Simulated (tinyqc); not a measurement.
# Isotype n-N heterojunction, non-linear Poisson equation by Newton steps, Fermi-Dirac statistics: two studies

One dimension, material 1 (n-type) at x < 0 and material 2 (n-type) at x > 0. Band edges: Ec = -psi in material 1 and -psi + dEc in material 2, Ev = Ec - Eg. Equilibrium, Fermi level at 0. n = Nc F((EFn - Ec)/Vt), p = Nv F((Ev - EFp)/Vt), with F(eta) = F_1/2(eta) = (2/sqrt(pi)) int_0^infinity sqrt(u) du/(1 + exp(u - eta)) (Fermi-Dirac statistics); full ionisation, no interface charge, classical densities; the doping types are chosen for the exercise.

Inputs (values chosen for the exercise); band and dielectric values close to those of CdS and CdTe:
```
symbol    value   unit                                          meaning
T           250      K                                      temperature
Eg1        2.38     eV                           band gap of material 1
er1        9.01                     relative permittivity of material 1
Nc1      1.7e18  cm^-3  conduction-band density of states of material 1
Nv1     1.37e19  cm^-3     valence-band density of states of material 1
Eg2        1.51     eV                           band gap of material 2
er2          10                     relative permittivity of material 2
Nc2     6.07e17  cm^-3  conduction-band density of states of material 2
Nv2     1.38e19  cm^-3     valence-band density of states of material 2
dEc        0.11     eV                 conduction-band offset Ec2 - Ec1
N1       6.3e17  cm^-3                      donor density of material 1
N2       3.9e16  cm^-3                      donor density of material 2
V             0      V                    bias of side 1 against side 2
```

Constants: q = 1.602176634e-19 C, kB = 1.380649e-23 J/K, Vt = kB T/q, eps0 = 8.8541878128e-14 F/cm where lengths are in cm. Results are converted to the units shown.

Each table varies one quantity; the others keep the values above.

## Effect of the conduction-band offset Ec2 - Ec1

Exact first integral: on each side D^2/(2 eps0 er) = G, G = q [Vt (nI_j - nI_b) + Vt (pI_j - pI_b) - C (psi_j - psi_b)], with C = +N1 or +N2, b the neutral end of that side, and nI, pI the densities with F_1/2 replaced by F_3/2(eta) = (4/(3 sqrt(pi))) int_0^infinity u^(3/2) du/(1 + exp(u - eta)). D is continuous, so er1 G1(psi_j) = er2 G2(psi_j) fixes psi_j. Ends from Nc1 F(psi_L/Vt) = N1 and Nc2 F((V + psi_R - dEc)/Vt) = N2. D is counted positive when psi rises towards material 2.

Result of one run:
```
dEc (eV)  psi_R - psi_L (V)  psi_j - psi_L (V)  psi_R - psi_j (V)  D/q (cm^-2)  n_j in 1 (cm^-3)  n_j in 2 (cm^-3)
0.41                 0.3699            0.02769             0.3422     3.717e11          1.796e18           5.030e9
```

What becomes of these results when the conduction-band offset Ec2 - Ec1 dEc is changed from 0.41 to -0.19 eV, all else the same?

Result of the changed run:
```
dEc (eV)  psi_R - psi_L (V)  psi_j - psi_L (V)  psi_R - psi_j (V)  D/q (cm^-2)  n_j in 1 (cm^-3)  n_j in 2 (cm^-3)
-0.19               -0.2301            -0.1240            -0.1061    -7.964e11          2.274e15          1.900e18
```

The whole series:
```
dEc (eV)  psi_R - psi_L (V)  psi_j - psi_L (V)  psi_R - psi_j (V)  D/q (cm^-2)  n_j in 1 (cm^-3)  n_j in 2 (cm^-3)
-0.19               -0.2301            -0.1240            -0.1061    -7.964e11          2.274e15          1.900e18
-0.12               -0.1601           -0.07321           -0.08686    -5.661e11          2.387e16          1.162e18
-0.04              -0.08007           -0.02684           -0.05323    -2.604e11          1.982e17          3.792e17
0.03               -0.01007          -0.002302          -0.007768    -2.577e10          5.729e17          5.540e16
0.11                0.06993            0.01068            0.05925     1.294e11          9.655e17          2.546e15
0.18                 0.1399            0.01665             0.1233     2.092e11          1.211e18          1.305e14
0.26                 0.2199            0.02135             0.1986     2.761e11          1.439e18          3.961e12
0.34                 0.2999            0.02500             0.2749     3.303e11          1.637e18          1.144e11
0.41                 0.3699            0.02769             0.3422     3.717e11          1.796e18           5.030e9
```

As dEc goes from -0.19 to 0.41, the total bending rises from -0.230 to 0.370 V and the sheet charge D/q rises from -7.96e11 to 3.72e11 cm^-2; the share of the bending in material 1 falls from 53.9 to 7.48 %. The alignment is staggered for dEc = 0.03, 0.11, 0.18, 0.26, 0.34, 0.41 eV. The bending changes sign within the table: electrons move into material 1 where it is positive and into material 2 where it is negative. For dEc = -0.19, -0.12, 0.41 the carriers at the interface are degenerate and confined to a layer thin enough for quantisation, which is left out.

## Effect of the donor density of material 1

Same model as above.

Effect of the donor density of material 1:
```
N1 (cm^-3)  psi_R - psi_L (V)  psi_j - psi_L (V)  psi_R - psi_j (V)  D/q (cm^-2)  n_j in 1 (cm^-3)  n_j in 2 (cm^-3)
3.2e16                 0.1368            0.04387            0.09293     1.755e11          2.351e17          5.339e14
6.1e16                 0.1228            0.03419            0.08858     1.701e11          2.847e17          6.533e14
1.2e17                 0.1079            0.02550            0.08243     1.623e11          3.720e17          8.691e14
2.3e17                0.09342            0.01863            0.07479     1.521e11          5.148e17          1.238e15
4.6e17                0.07746            0.01284            0.06462     1.376e11          7.814e17          1.985e15
8.9e17                0.06134           0.008603            0.05273     1.190e11          1.236e18          3.443e15
1.7e18                0.04384           0.005358            0.03848     9.373e10          2.037e18          6.660e15
3.4e18                0.02159           0.002405            0.01918     5.252e10          3.632e18          1.622e16
```

As N1 goes from 3.2e16 to 3.4e18, the total bending falls from 0.137 to 0.0216 V and the sheet charge D/q falls from 1.75e11 to 5.25e10 cm^-2; the share of the bending in material 1 falls from 32.1 to 11.1 %. In every row electrons move into material 1, which accumulates, while the other side depletes. For N1 = 1.7e18, 3.4e18 the carriers at the interface are degenerate and confined to a layer thin enough for quantisation, which is left out.

Numbers from tinyqc (`OMP_NUM_THREADS=1 python tinyqc.py 2040088 2040089 out.jsonl`; about 0.07 s on one thread of a shared Intel Xeon 2.30GHz).
